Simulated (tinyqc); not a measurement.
Switching field against angle and time: single-domain magnet: Stoner-Wohlfarth switching, Neel-Arrhenius retention, LLG dynamics and spin torque. Computed by tinyqc, a small Python program. Command: `OMP_NUM_THREADS=1 python tinyqc.py 3001699 3001700 out.jsonl macro walk`. One thread of a shared host (Intel(R) Xeon(R) Processor @ 2.30GHz), about 0.01 s of CPU time with the checks.

The moment is uniform, with unit vector m; z is the easy axis. mu_0 = 1.25663706212e-6 T m/A, gamma = 1.76085963023e11 rad/(s T).

Inputs (values chosen for the exercise, for a model magnet):

| quantity | value | unit |
|---|---|---|
| saturation magnetisation M_s | 799 | kA/m |
| diameter d | 29 | nm |
| thickness t | 1.8 | nm |
| interface anisotropy K_i | 1.13 | mJ/m^2 |
| bulk anisotropy K_u | 0 | kJ/m^3 |
| exchange stiffness A | 11 | pJ/m |
| temperature T | 398 | K |
| attempt frequency f0 | 1 | GHz |
| waiting time t_w | 1e-08 | s |

Shape: thin disc, easy axis normal to it.

Constants: k_B = 1.380649e-23 J/K.

Method:
- The disc is treated as an oblate spheroid with p = t/d: N_z = [1 - p arccos(p)/sqrt(1 - p^2)]/(1 - p^2); V = pi d^2 t/4; K_eff = K_u + K_i/t + K_shape, K_shape = -(mu_0 M_s^2/4)(3 N_z - 1); mu_0 H_K = 2 K_eff/M_s.
- Delta = K_eff V/(k_B T); tau = exp(Delta)/f0; probability of a flip within t_w: P = 1 - exp(-t_w/tau). Wall width parameter sqrt(A/K_eff); a two-domain state costs 4 sqrt(A K_eff) times the cross-section that the wall cuts (d t).
- Energy over K_eff V: e(theta) = sin^2(theta) + 2 h cos(theta - psi) for m at the angle theta from +z and a field that points at psi from -z (it pulls m away from +z towards negative theta); h_sw = (cos^(2/3) psi + sin^(2/3) psi)^(-3/2).
- Switching field at T: the h at which the exact barrier equals ln(f0 t_w/ln 2) k_B T (0 if the zero-field barrier is lower). Sharrock form: h_sw [1 - (ln(f0 t_w/ln 2)/Delta)^(1/n)], n = 0.86 + 1.14 h_sw.

stability factor Delta = 60.7996

Fields over H_K:

| psi (degrees) | h_sw at T = 0 | thermal, exact barrier | thermal, Sharrock form |
|---|---|---|---|
| 1 | 0.90707 | 0.75468 | 0.73293 |
| 10 | 0.67381 | 0.58635 | 0.57501 |
| 20 | 0.57365 | 0.50347 | 0.50088 |
| 30 | 0.52402 | 0.46137 | 0.46266 |
| 45 | 0.50000 | 0.44081 | 0.44381 |
| 60 | 0.52402 | 0.46137 | 0.46266 |
| 75 | 0.61466 | 0.53779 | 0.53171 |
| 89 | 0.90707 | 0.75468 | 0.73293 |

What does the comparison show, and why?

At T = 0 the field is least at 45 degrees, H_K/2, and symmetric about it. Thermal help lowers it to 83 % at 1 degree and 88 % at 45 degrees; the Sharrock form misses the exact barrier by at most about 0.022 H_K, at psi = 1 (and its mirror angle). Caution: a flat cylinder has a smaller N_z than the spheroid of the same t/d, so K_eff of a real disc is larger.

Extremes, crossings and ranges named in words are read from the listed rows.
